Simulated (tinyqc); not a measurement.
Worked calculation: plane-wave Kohn-Sham cycle with exchange-only LDA in a layered model solid. One step of it, computed by the program tinyqc.

Task: Iteration 1: levels at that k. Diagonalise the Hermitian matrix.

H (hartree), lower triangle:
```
,-3,-2,-1,+0,+1,+2,+3
-3,4.368506
-2,-0.260000,1.634543
-1,-0.110000,-0.260000,0.115675
+0,0.000000,-0.110000,-0.260000,-0.188098
+1,0.000000,0.000000,-0.110000,-0.260000,0.723223
+2,0.000000,0.000000,0.000000,-0.110000,-0.260000,2.849638
+3,0.000000,0.000000,0.000000,0.000000,-0.110000,-0.260000,6.191147
```

Give: eigenvalues.

Result:

eigenvalues (hartree): -0.439  0.236  0.765  1.660  2.865  4.395  6.213
